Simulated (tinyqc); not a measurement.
Worked calculation: implant damage, amorphisation by cascade overlap, and solid-phase epitaxial regrowth. Computed by tinyqc, a small Python program that keeps every step. Command: `OMP_NUM_THREADS=1 python tinyqc.py 3110592 3110593 out.jsonl sper walk`. One thread of a shared host (Intel(R) Xeon(R) Processor @ 2.30GHz), about 0.01 s of CPU time with the checks. Intermediate numbers are printed to about 6 digits and carried at full precision; extremes and crossings named in words are read from the listed rows.

Range and width of the damage are inputs. Dynamic annealing enters only through the surviving share f.

Inputs (values chosen for the exercise, modelled on silicon ions in silicon):
```
quantity                            value    unit
atomic density N                     49.9  1/nm^3
ion Z1                                 14       -
ion mass M1                            28       u
target Z2                              14       -
target mass M2                      28.09       u
ion energy E                           67     keV
displacement energy E_d                17      eV
depth of the damage peak R_d           58      nm
width of the damage profile s_d        31      nm
share of defects that survive f      0.73       -
critical displaced share x_c        0.085       -
dose Q                              2e+15  1/cm^2
overlaps needed n                       1       -
area amorphised by one track A_i      1.7    nm^2
regrowth prefactor v0             5.1e+15    nm/s
regrowth energy E_a                   2.7      eV
anneal temperature                    566       C
rate relative to (100)               0.04       -
peak enhancement by the dopant          7       -
ramp rate                              25     K/s
```

Constants: a_0 = 0.529177210903 angstrom; e^2/(4 pi eps_0) = 14.39964548 eV angstrom; k_B = 8.617333262e-05 eV/K.

## Damage energy and displacements per ion

Robinson partition: eps = E a M2/(Z1 Z2 (e^2/(4 pi eps_0)) (M1 + M2)), a = 0.8853 a_0/sqrt(Z1^(2/3) + Z2^(2/3)); k = 0.0793 Z1^(2/3) Z2^(1/2) (M1 + M2)^(3/2)/((Z1^(2/3) + Z2^(2/3))^(3/4) M1^(3/2) M2^(1/2)); damage energy T_d = E/(1 + k (eps + 0.40244 eps^(3/4) + 3.4008 eps^(1/6))); displacements nu = 0.8 T_d/(2 E_d).

reduced energy eps = 1.63406

k = 0.146521

damage energy T_d = 35.9166 keV

T_d/E = 0.536068

displacements per ion nu = 845.096

46 % of the energy goes to electrons.

## The amorphous layer

Displaced share x(z) = f nu Q exp(-(z - R_d)^2/(2 s_d^2))/(sqrt(2 pi) s_d N); the layer is amorphous where x > x_c, between R_d -/+ s_d sqrt(2 ln(x_max/x_c)), the upper edge being cut at the surface. Threshold dose Q_c = Q x_c/x_max.

peak displaced share x_max = 3.18205

threshold dose Q_c = 5.34247e+13 1/cm^2

upper edge = 0 nm

lower edge = 141.443 nm

The layer reaches the surface. Caution: x above 1 counts atoms displaced more than once.

## Damage left below the interface

Displaced atoms per area beyond the lower edge z2: f nu Q (1/2) erfc((z2 - R_d)/(sqrt2 s_d)); they are not removed by regrowth.

share of the damage beyond z2 = 0.00355443

displaced atoms beyond z2 = 4.38559e+15 1/cm^2

## Layer against dose

The formulas are those given above.

Dose series; the last column is f nu Q erfc((z2 - R_d)/(sqrt2 s_d))/2:
```
Q (1/cm^2)    x_max  upper edge (nm)  lower edge (nm)  displaced atoms beyond z2 (1/cm^2)
5.88e+13    0.09355          44.4258           71.574                         1.19975e+16
8.01e+13    0.12744          30.0999           85.900                         9.09535e+15
1.34e+14    0.21320          15.9595          100.041                         7.23556e+15
2.14e+14    0.34048           6.3554          109.645                         6.31868e+15
3.74e+14    0.59504           0.0000          119.157                         5.59719e+15
6.41e+14    1.01985           0.0000          127.106                         5.10084e+15
1.34e+15    2.13197           0.0000          136.695                         4.60079e+15
2.67e+15    4.24803           0.0000          144.707                         4.24824e+15
```

A dose 45 times larger moves the lower edge from 71.6 to 145 nm, as the root of a logarithm, and the damage beyond it falls by a factor 2.8, since the edge lies on an ever steeper tail. The layer reaches the surface at Q_c exp(R_d^2/(2 s_d^2)) = 3.08e14 per cm^2.

## Overlap model

Gibbons model: a point turns amorphous after n + 1 hits; with y = A_i Q the amorphous share is 1 - exp(-y) sum_(k=0..n) y^k/k!. Doses are set by y.

Amorphous share:
```
y     Q (1/cm^2)  direct impact (n = 0)   given n
0.1  5.88235e+12               0.095163  0.004679
0.3  1.76471e+13               0.259182  0.036936
0.6  3.52941e+13               0.451188  0.121901
1.0  5.88235e+13               0.632121  0.264241
2.0  1.17647e+14               0.864665  0.593994
3.0  1.76471e+14               0.950213  0.800852
5.0  2.94118e+14               0.993262  0.959572
8.0  4.70588e+14               0.999665  0.996981
```

At small y the share grows as y^2; between the first rows the exponent is 1.88.

## Isothermal regrowth

v = v0 x orientation factor x exp(-E_a/(k_B T)) x [1 + (enhancement - 1) exp(-(z - R_d)^2/(2 s_d^2))], T = anneal temperature + 273.15 K; the dopant is taken to follow the damage profile; the lower front moves from the lower edge z2 to the surface, or to the middle (z1 + z2)/2 of a buried layer with upper edge z1; time = int dz/v; the equivalent undoped distance is that time times the undoped velocity.

undoped velocity = 0.0124146 nm/s

distance to regrow = 141.443 nm

time without enhancement = 11393.2 s

equivalent undoped distance = 45.5495 nm

time with enhancement = 3669.01 s

The rate doubles for each 16 K or so near this temperature. Caution: regrowth on (111) is not only slow but leaves twins, which a single velocity does not describe.

## Regrowth during a ramp

On a linear ramp from 200 C regrowth ends at the T_f where int v_undoped dT/(ramp rate) equals the equivalent undoped distance.

temperature at which regrowth ends = 791.281 C

Checks made by the program: tail against quadrature of x(z) N (relative difference below 1e-10).
